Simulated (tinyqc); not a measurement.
From results back to parameters: one-oscillator model of a band gap. Two cases, with inputs chosen for the exercise.

Problem. A gap follows E(T) = E0 - s1 t1/(exp(t1/T) - 1) with the zero-point term ZP = s1 t1/2, which scales as M^(-1/2). The shift of E0 on going from M to M + dM and the limiting slope at high T are given.

Case 1.

Values chosen (out of a larger set: near those of diamond; not measured data): M = 11.99 u (mean atomic mass); dM = -0.7 u (change of the mean mass (not bounded by the natural isotopes)).

shift of E0 = -12.106490 meV
limiting slope s1 = 0.566 meV/K

Case 2.

Values chosen (out of a larger set: near those of SiC; not measured data): M = 20.05 u (mean atomic mass); dM = 1.59 u (change of the mean mass (not bounded by the natural isotopes)).

shift of E0 = 5.224707 meV
limiting slope s1 = 0.494 meV/K

Find: sqrt(M/(M + dM)); ZP; t1.

Solution. The shift is ZP (1 - sqrt(M/(M + dM))); then t1 = 2 ZP/s1.

Case 1.

sqrt(M/(M + dM)) = 1.030535
ZP = 396.48 meV
t1 = 1401 K

Case 2.

sqrt(M/(M + dM)) = 0.962562
ZP = 139.56 meV
t1 = 565 K

Computed by tinyqc, one run a case: `OMP_NUM_THREADS=1 python tinyqc.py N N+1 out.jsonl` with N = 1851105, 1851110; one thread of a shared Intel(R) Xeon(R) Processor @ 2.30GHz, about 0.01 s a run at most.
